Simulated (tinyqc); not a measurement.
Carrier lifetime from Shockley-Read-Hall, radiative, Auger and surface recombination: one step, computed by the program tinyqc.

Energies are counted from the top of the valence band. Boltzmann statistics, full ionisation, and equal excess densities of electrons and holes.

Question. Surface lifetime. The slowest diffusion mode has x tan x = S W/(2 D) with 0 < x < pi/2 (bisection), and tau_s = W^2/(4 x^2 D). The common approximation is W/(2 S) + W^2/(pi^2 D).

Inputs (values chosen for the exercise, with bands modelled on InP):
```
quantity                   value        unit
doping N                 2.6e+18       cm^-3
radiative coefficient B  8.5e-11      cm^3/s
diffusion coefficient D      5.1      cm^2/s
surface velocity S         13000        cm/s
thickness W                  130  micrometre
```

Doping: n-type. Surface term: two equal surfaces.

Give: x; tau_s; approximate tau_s.

Answer.

x = 1.482

tau_s = 3.774e-06 s

approximate tau_s = 3.858e-06 s

The approximation is off by 2.2 %. Diffusion to the surfaces limits: S hardly matters. Caution: the layer is thicker than two bulk diffusion lengths: adding 1/tau_s describes the late decay, and understates the surface loss in a steady state.
